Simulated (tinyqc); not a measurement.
Programming of a floating-gate cell by Fowler-Nordheim tunnelling: one step of the calculation.

Per tunnel area the floating gate has Ctun = 3.9 eps0/tox to the channel (0 V) and Ccg to the control gate, Ct = Ctun/(1 - ag), no other coupling. With the threshold shift U = -Q/Ccg the field is F = ag (Vg - U)/tox, and dU/dt = J/Ccg. Fowler-Nordheim: J = A F^2 exp(-B/F), A = q^2/(16 pi^2 hbar mo phi) (times 1e14 for A/cm^2 with F in V/nm, emitter mass m0), B = (4/3) sqrt(mo/C) phi^1.5, C = hbar^2/(2 m0).

Question. Explicit time steps against the exact solution. U(new) = U + dt J(F(U))/Ccg. Exact: exp(B/F(t)) = exp(B/F(0)) + K t, K = A B ag/(Ccg tox), and U = Vg - tox F/ag.

Values chosen for this exercise; oxide values close to those of silicon dioxide:
```
symbol,value,unit,meaning
phi,3.01,eV,tunnel barrier
mo,0.5,m0,tunnelling mass
tox,8.2,nm,tunnel oxide thickness
ag,0.71,,coupling ratio Ccg/Ct
Vt0,-2.9,V,threshold shift at the start
Vg,9.5,V,control-gate voltage
dt,260,us,time step
n,9,,steps
```

Constants: q = 1.602176634e-19 C, hbar = 1.054571817e-34 J s, m0 = 9.1093837015e-31 kg, eps0 = 8.8541878128e-14 F/cm where lengths are in cm, hbar^2/(2 m0) = 0.0380998212 eV nm^2. Results are converted to the units shown.

Give: t; F; J; U by steps; U exact.

Answer.

```
step  t (us)  F (V/nm)  J (A/cm^2)  U by steps (V)  U exact (V)
0          0    1.0737   0.0073972         -2.9000      -2.9000
1     260.00    0.9121   8.3314e-5         -1.0346      -2.1504
2     520.00    0.9103   7.8521e-5         -1.0135      -1.8879
3     780.00    0.9086   7.4240e-5         -0.9937      -1.7284
4     1040.0    0.9070   7.0395e-5         -0.9750      -1.6145
5     1300.0    0.9054   6.6921e-5         -0.9573      -1.5263
6     1560.0    0.9040   6.3768e-5         -0.9404      -1.4544
7     1820.0    0.9026   6.0894e-5         -0.9243      -1.3939
8     2080.0    0.9013   5.8262e-5         -0.9090      -1.3417
9     2340.0    0.9000   5.5844e-5         -0.8943      -1.2959
```

Range of the model: Programming fields of 10 MV/cm and more wear the oxide; trapping and the channel potential are ignored.

Program tinyqc, `OMP_NUM_THREADS=1 python tinyqc.py 2130109 2130110 out.jsonl`; Intel Xeon 2.30GHz, shared host, one thread, about 0.01 s.
